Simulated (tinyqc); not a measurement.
Inside a calculation. Method: UHF in the sto-3g basis, for H3+, spin multiplicity 1. Computed by tinyqc, a small Python program that keeps every step (integrals from PySCF). Settings: charge = 1, multiplicity = 1, basis = sto-3g, energy threshold = 1e-09, iteration cap = 69, orthogonalisation = canonical, start = core, DIIS depth = 6, shift = 1.0, method = UHF, break = 0.4. Command: `OMP_NUM_THREADS=1 python tinyqc.py 29861 29862 out.jsonl` (the two numbers bound the seeds that draw the settings). One thread of a shared host (Intel(R) Xeon(R) Processor @ 2.60GHz), about 0.06 s of CPU time with the checks. Later iterations appear only in the table of the cycle.

## One-electron integrals

Geometry (angstrom):
```
atom         x         y         z
H     0.000000  0.000000  0.000000
H     0.000000  0.000000  0.872000
H     0.000000  0.831000  0.436000
```

Basis sto-3g: exponents (1/bohr^2) and contraction coefficients of normalised primitives:
```
element  l (shell)  exponent  coefficient
H            s (1)  3.425251     0.154329
H            s (1)  0.623914     0.535328
H            s (1)  0.168855     0.444635
```

Overlap, kinetic and nuclear-attraction integrals over the contracted functions; the nuclear repulsion is the sum of Za Zb / Rab.

nuclear repulsion = 1.73464328 hartree

overlap S:
```
          1H 1s     2H 1s     3H 1s
1H 1s  1.000000  0.574754  0.533456
2H 1s  0.574754  1.000000  0.533456
3H 1s  0.533456  0.533456  1.000000
```

kinetic energy T (hartree):
```
          1H 1s     2H 1s     3H 1s
1H 1s  0.760032  0.165822  0.135762
2H 1s  0.165822  0.760032  0.135762
3H 1s  0.135762  0.135762  0.760032
```

nuclear attraction V (hartree):
```
           1H 1s      2H 1s      3H 1s
1H 1s  -2.344481  -1.307593  -1.198399
2H 1s  -1.307593  -2.344481  -1.198399
3H 1s  -1.198399  -1.198399  -2.310266
```

core Hamiltonian H = T + V (hartree):
```
           1H 1s      2H 1s      3H 1s
1H 1s  -1.584449  -1.141772  -1.062637
2H 1s  -1.141772  -1.584449  -1.062637
3H 1s  -1.062637  -1.062637  -1.550234
```

## Two-electron integrals

Functions are numbered as in S; the eight-fold symmetry (ij|kl) = (ji|kl) = (kl|ij) leaves the list below.

Two-electron integrals (ij|kl) in chemists' order, unique and non-zero (hartree):
```
(11|11) 0.774606   (21|11) 0.372346   (21|21) 0.218495   (22|11) 0.521640
(22|21) 0.372346   (22|22) 0.774606   (31|11) 0.338678   (31|21) 0.182636
(31|22) 0.283446   (31|31) 0.185106   (32|11) 0.283446   (32|21) 0.182636
(32|22) 0.338678   (32|31) 0.170291   (32|32) 0.185106   (33|11) 0.498549
(33|21) 0.296728   (33|22) 0.498549   (33|31) 0.338678   (33|32) 0.338678
(33|33) 0.774606
```

## Orthogonalisation

S = U s U^T; canonical form X = U s^(-1/2), so that X^T S X = 1. Each column of U has its largest component positive (the first on a tie).

eigenvalues of S: 0.425246  0.480076  2.094679

X:
```
               1          2         3
1H 1s   1.084339  -0.579118  0.402288
2H 1s  -1.084339  -0.579118  0.402288
3H 1s   0.000000   1.188381  0.392083
```

## Starting guess

The start is the orbitals of the core Hamiltonian, with HOMO and LUMO mixed by +/-0.4 rad for the two spins; D(s) = C_occ C_occ^T for each spin.

D(alpha) at the start:
```
          1H 1s     2H 1s     3H 1s
1H 1s  0.025370  0.025370  0.128096
2H 1s  0.025370  0.025370  0.128096
3H 1s  0.128096  0.128096  0.646762
```

D(beta) at the start:
```
           1H 1s      2H 1s      3H 1s
1H 1s   0.364490   0.364490  -0.076956
2H 1s   0.364490   0.364490  -0.076956
3H 1s  -0.076956  -0.076956   0.016248
```

## Iteration 1: building the Fock matrix

J_ij = sum D_kl (ij|kl) with D = D(alpha) + D(beta), K_ij = sum D_kl (ik|jl) for each spin; F = H + J - K(s); E = tr D H + tr D J / 2 - 0.5 sum_s tr D(s) K(s) + E_nn.

Coulomb J (hartree):
```
          1H 1s     2H 1s     3H 1s
1H 1s  1.189853  0.694784  0.645843
2H 1s  0.694784  1.189853  0.645843
3H 1s  0.645843  0.645843  1.202944
```

exchange K(alpha) (hartree):
```
          1H 1s     2H 1s     3H 1s
1H 1s  0.297364  0.267215  0.391491
2H 1s  0.267215  0.297364  0.391491
3H 1s  0.391491  0.391491  0.692552
```

exchange K(beta) (hartree):
```
          1H 1s     2H 1s     3H 1s
1H 1s  0.556179  0.472235  0.276847
2H 1s  0.472235  0.556179  0.276847
3H 1s  0.276847  0.276847  0.167409
```

F(alpha) (hartree):
```
           1H 1s      2H 1s      3H 1s
1H 1s  -0.691960  -0.714202  -0.808285
2H 1s  -0.714202  -0.691960  -0.808285
3H 1s  -0.808285  -0.808285  -1.039842
```

F(beta) (hartree):
```
           1H 1s      2H 1s      3H 1s
1H 1s  -0.950774  -0.919223  -0.693641
2H 1s  -0.919223  -0.950774  -0.693641
3H 1s  -0.693641  -0.693641  -0.514699
```

total energy of this density = -1.10882866 hartree

## Iteration 1: diagonalisation and new density

A level shift of 1 hartree raises the virtual space: F + shift (S - S D(s) S), with D(s) the density of one spin. Diagonalise F' = X^T F X, C = X C', fill 1 alpha and 1 beta electrons from the bottom; D(s) = C_occ C_occ^T. Each column has its largest component positive (the first on a tie).

F' = X^T F X (alpha) (hartree):
```
          1          2          3
1  1.052305   0.000000   0.000000
2  0.000000   0.676298  -0.579023
3  0.000000  -0.579023  -0.987868
```

orbital energies (alpha) (hartree): MO1 -1.169506, MO2 0.857936, MO3 1.052305

coefficients C (alpha):
```
            MO1        MO2        MO3
1H 1s  0.210505  -0.672979   1.084339
2H 1s  0.210505  -0.672979  -1.084339
3H 1s  0.729809   1.016542   0.000000
```

F' = X^T F X (beta) (hartree):
```
          1         2          3
1  0.925803  0.000000   0.000000
2  0.000000  0.761487   0.656079
3  0.000000  0.656079  -0.955213
```

orbital energies (beta) (hartree): MO1 -1.177235, MO2 0.925803, MO3 0.983510

coefficients C (beta):
```
             MO1        MO2        MO3
1H 1s   0.566696   1.084339  -0.419606
2H 1s   0.566696  -1.084339  -0.419606
3H 1s  -0.009542   0.000000   1.251354
```

D(alpha) after iteration 1:
```
          1H 1s     2H 1s     3H 1s
1H 1s  0.044313  0.044313  0.153629
2H 1s  0.044313  0.044313  0.153629
3H 1s  0.153629  0.153629  0.532621
```

D(beta) after iteration 1:
```
           1H 1s      2H 1s      3H 1s
1H 1s   0.321145   0.321145  -0.005408
2H 1s   0.321145   0.321145  -0.005408
3H 1s  -0.005408  -0.005408   0.000091
```

## Iteration 2: building the Fock matrix

As before.

Coulomb J (hartree):
```
          1H 1s     2H 1s     3H 1s
1H 1s  1.195882  0.698207  0.646623
2H 1s  0.698207  1.195882  0.646623
3H 1s  0.646623  0.646623  1.194718
```

exchange K(alpha) (hartree):
```
          1H 1s     2H 1s     3H 1s
1H 1s  0.335775  0.299704  0.400917
2H 1s  0.299704  0.335775  0.400917
3H 1s  0.400917  0.400917  0.652191
```

exchange K(beta) (hartree):
```
          1H 1s     2H 1s     3H 1s
1H 1s  0.552462  0.471819  0.310906
2H 1s  0.471819  0.552462  0.310906
3H 1s  0.310906  0.310906  0.221012
```

F(alpha) (hartree):
```
           1H 1s      2H 1s      3H 1s
1H 1s  -0.724342  -0.743269  -0.816931
2H 1s  -0.743269  -0.724342  -0.816931
3H 1s  -0.816931  -0.816931  -1.007707
```

F(beta) (hartree):
```
           1H 1s      2H 1s      3H 1s
1H 1s  -0.941029  -0.915384  -0.726919
2H 1s  -0.915384  -0.941029  -0.726919
3H 1s  -0.726919  -0.726919  -0.576529
```

total energy of this density = -1.16234418 hartree

## Iteration 2: DIIS over 2 matrices

error matrix X^T (FDS - SDF) X (alpha):
```
          1          2         3
1  0.000000   0.000000  0.000000
2  0.000000   0.000000  0.121060
3  0.000000  -0.121060  0.000000
```

B (overlaps of the stored error matrices):
```
               1              2
1  1.2851380e-01  9.6461444e-02
2  9.6461444e-02  7.2551992e-02
```

Minimise |sum c_i e_i|^2 with sum c_i = 1: solve [B -1; -1 0][c; lambda] = [0; -1] with B_ij = tr e_i^T e_j summed over both spins, and take F = sum c_i F_i.

DIIS coefficients: -2.936230  3.936230

extrapolated F(alpha) (hartree):
```
           1H 1s      2H 1s      3H 1s
1H 1s  -0.819422  -0.828615  -0.842316
2H 1s  -0.828615  -0.819422  -0.842316
3H 1s  -0.842316  -0.842316  -0.913352
```

extrapolated F(beta) (hartree):
```
           1H 1s      2H 1s      3H 1s
1H 1s  -0.912413  -0.904112  -0.824631
2H 1s  -0.904112  -0.912413  -0.824631
3H 1s  -0.824631  -0.824631  -0.758075
```

## Iteration 2: diagonalisation and new density

As before.

F' = X^T F X (alpha) (hartree):
```
          1          2          3
1  1.021619   0.000000   0.000000
2  0.000000   0.833871  -0.366127
3  0.000000  -0.366127  -1.115676
```

orbital energies (alpha) (hartree): MO1 -1.182168, MO2 0.900363, MO3 1.021619

coefficients C (alpha):
```
            MO1        MO2        MO3
1H 1s  0.292334  -0.641681   1.084339
2H 1s  0.292334  -0.641681  -1.084339
3H 1s  0.598119   1.099196   0.000000
```

F' = X^T F X (beta) (hartree):
```
          1         2          3
1  0.980478  0.000000   0.000000
2  0.000000  0.878299   0.382836
3  0.000000  0.382836  -1.122019
```

orbital energies (beta) (hartree): MO1 -1.192786, MO2 0.949065, MO3 0.980478

coefficients C (beta):
```
            MO1        MO2        MO3
1H 1s  0.500852  -0.496348   1.084339
2H 1s  0.500852  -0.496348  -1.084339
3H 1s  0.169541   1.239852   0.000000
```

D(alpha) after iteration 2:
```
          1H 1s     2H 1s     3H 1s
1H 1s  0.085459  0.085459  0.174850
2H 1s  0.085459  0.085459  0.174850
3H 1s  0.174850  0.174850  0.357746
```

D(beta) after iteration 2:
```
          1H 1s     2H 1s     3H 1s
1H 1s  0.250853  0.250853  0.084915
2H 1s  0.250853  0.250853  0.084915
3H 1s  0.084915  0.084915  0.028744
```

## Iteration 15 (converged): orbitals

converged F(alpha) (hartree):
```
           1H 1s      2H 1s      3H 1s
1H 1s  -0.852392  -0.851951  -0.807473
2H 1s  -0.851951  -0.852392  -0.807473
3H 1s  -0.807473  -0.807473  -0.817042
```

converged F(beta) (hartree):
```
           1H 1s      2H 1s      3H 1s
1H 1s  -0.852403  -0.851960  -0.807468
2H 1s  -0.851960  -0.852403  -0.807468
3H 1s  -0.807468  -0.807468  -0.817019
```

Diagonalise F' = X^T F X, C = X C', fill 1 alpha and 1 beta electrons from the bottom; D(s) = C_occ C_occ^T. Each column has its largest component positive (the first on a tie).

F' = X^T F X (alpha) (hartree):
```
           1          2          3
1  -0.001037   0.000000   0.000000
2   0.000000  -0.074211   0.008068
3   0.000000   0.008068  -1.186701
```

orbital energies (alpha) (hartree): MO1 -1.186760, MO2 -0.074153, MO3 -0.001037

coefficients C (alpha):
```
            MO1        MO2        MO3
1H 1s  0.406477  -0.576186   1.084339
2H 1s  0.406477  -0.576186  -1.084339
3H 1s  0.383455   1.191193   0.000000
```

F' = X^T F X (beta) (hartree):
```
           1          2          3
1  -0.001042   0.000000   0.000000
2   0.000000  -0.074206   0.008090
3   0.000000   0.008090  -1.186701
```

orbital energies (beta) (hartree): MO1 -1.186760, MO2 -0.074147, MO3 -0.001042

coefficients C (beta):
```
            MO1        MO2        MO3
1H 1s  0.406488  -0.576178   1.084339
2H 1s  0.406488  -0.576178  -1.084339
3H 1s  0.383432   1.191200   0.000000
```

D(alpha) after iteration 15:
```
          1H 1s     2H 1s     3H 1s
1H 1s  0.165223  0.165223  0.155866
2H 1s  0.165223  0.165223  0.155866
3H 1s  0.155866  0.155866  0.147038
```

D(beta) after iteration 15:
```
          1H 1s     2H 1s     3H 1s
1H 1s  0.165233  0.165233  0.155860
2H 1s  0.165233  0.165233  0.155860
3H 1s  0.155860  0.155860  0.147020
```

## Convergence

Stop when the energy changes by less than 1e-09 hartree and every element of the error matrix X^T (F D S - S D F) X (for each spin) is below 9e-06.

Course of the cycle:
```
iteration  E (hartree)     change  largest element of the error matrix
1          -1.10882866          -                             2.03e-01
2          -1.16234418  -5.35e-02                             1.47e-01
3          -1.21751731  -5.52e-02                             7.45e-02
4          -1.24282547  -2.53e-02                             1.20e-02
5          -1.24327366  -4.48e-04                             5.92e-03
6          -1.24339490  -1.21e-04                             3.25e-03
7          -1.24342930  -3.44e-05                             1.95e-03
8          -1.24343950  -1.02e-05                             1.23e-03
9          -1.24344334  -3.84e-06                             6.88e-04
10         -1.24344451  -1.17e-06                             3.19e-04
11         -1.24344477  -2.56e-07                             1.50e-04
12         -1.24344482  -5.71e-08                             7.11e-05
13         -1.24344484  -1.28e-08                             3.37e-05
14         -1.24344484  -2.86e-09                             1.59e-05
15         -1.24344484  -6.41e-10                             7.55e-06
```

PySCF UHF in the same basis, after a stability check = -1.24344484 hartree

Converged in 15 iterations.

## Populations, bond orders and dipole

Mulliken: Z minus the diagonal of D S on the atom; Loewdin: the same with S^(1/2) D S^(1/2); Mayer order: 2 sum_s sum (D(s) S)_ij (D(s) S)_ji over the two atoms.

Charges (e):
```
atom  Mulliken   Loewdin  Mulliken spin
1H    0.313321  0.315247      -0.000012
2H    0.313321  0.315247      -0.000012
3H    0.373358  0.369507       0.000024
```

Mayer bond orders:
```
pair     order
2-1   0.471528
3-1   0.430302
3-2   0.430302
```

dipole moment about the origin, x y z (debye): 0.000000  1.490246  2.094197

<S^2> of the determinant (pure state: 0) = 3.92e-10
